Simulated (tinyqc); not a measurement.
Valley-orbit splitting of a donor ground state, with strain: one step, computed by the program tinyqc.

The basis is the 1s envelope in each valley; energies are counted from the unstrained conduction-band edge. The strain is e_s (a a^T - 1/3) for the unit stress axis a, so valley j along n_j moves by Xi_u e_s w_j with w_j = (n_j.a)^2 - 1/3: -1/3 for x and y, +2/3 for z.

Problem. Populations and ionisation. H_jj = -(E_0 + Lambda) + Xi_u e_s w_j; H_jk = -Delta_2 between opposite valleys and -Delta_1 between perpendicular ones. z = sum over levels of exp(-(E - E_ground)/k_B T), the ground-state share being 1/z; N_c = 2 (2 pi m_e k_B T/h^2)^(3/2) sum_j exp(-(shift_j - lowest shift)/k_B T); n1 = N_c/(2 z) exp(-binding/k_B T), binding = lowest shift - E_ground; without compensation n = 2 N_D/(1 + sqrt(1 + 4 N_D/n1)) (Boltzmann statistics; p and higher states left out).

Inputs (values chosen for the exercise, for a model many-valley semiconductor): single-valley binding energy E_0 = 30.1 meV; central-cell shift Lambda = 4.75 meV; coupling Delta_1 = 2.5 meV; coupling Delta_2 = 2.79 meV; shear deformation potential Xi_u = 9.12 eV; shear strain e_s = 0.00085; temperature T = 120 K; donor density N_D = 2.4e+17 cm^-3; density-of-states mass of one valley m_e = 0.319 m_0.

Valleys: six along <100>. Stress axis: [001].

Constants: k_B = 8.617333262e-05 eV/K; m_0 = 9.1093837015e-31 kg; k_B = 1.380649e-23 J/K; h = 6.62607015e-34 J s.

Give: partition sum z; share of neutral donors in the ground state; N_c; n1; free electrons n.

Solution.

partition sum z = 2.095

share of neutral donors in the ground state = 0.4774

N_c = 5.656e+18 cm^-3

n1 = 1.612e+16 cm^-3

free electrons n = 5.466e+16 cm^-3

Caution: k_B T exceeds a third of E_0, so the p and higher states, left out, hold part of the bound electrons. Caution: at this donor density neighbouring orbits begin to overlap and the depth shrinks, which a fixed level leaves out.
